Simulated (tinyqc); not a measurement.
Longitudinal sound in a periodic multilayer: transfer matrices, stop bands and folded phonons: one step, computed by the program tinyqc. Command: `OMP_NUM_THREADS=1 python tinyqc.py 3010223 3010224 out.jsonl multilayer walk`. One thread of a shared host (Intel(R) Xeon(R) Processor @ 2.30GHz), about 0.01 s of CPU time with the checks.

Layers 1 and 2 repeat with period d = d_1 + d_2; waves travel normal to the layers, without loss. State vector (u, s): displacement u and stress divided by omega. Impedances Z = rho v are in 1e6 kg/(m^2 s).

Task: Transfer matrix of one period. A layer maps (u, s) by [[cos p, sin p/Z], [-Z sin p, cos p]], p = 2 pi f d_i/v_i; one period is M = M_2 M_1, and cos(q d) = trace(M)/2.

Inputs (values chosen for the exercise, modelled on silica (layer 1), platinum (layer 2) and gallium arsenide (substrate)):
```
quantity       value  unit
velocity v_1    5860   m/s
thickness d_1    335    nm
velocity v_2    4010   m/s
thickness d_2    229    nm
frequency f     3.73   GHz
```

Z_2 = 84.611

Z_1 = 12.6576

Give: phase p_1; phase p_2; M; trace(M)/2.

Result:

phase p_1 = 1.3398 rad

phase p_2 = 1.3384 rad

M:
```
           1         2
1  -0.088972  0.020347
2    -21.690   -6.2793
```

trace(M)/2 = -3.1842

|trace/2| > 1: f lies in a stop band, and the amplitude falls by a factor 6.207 a period.
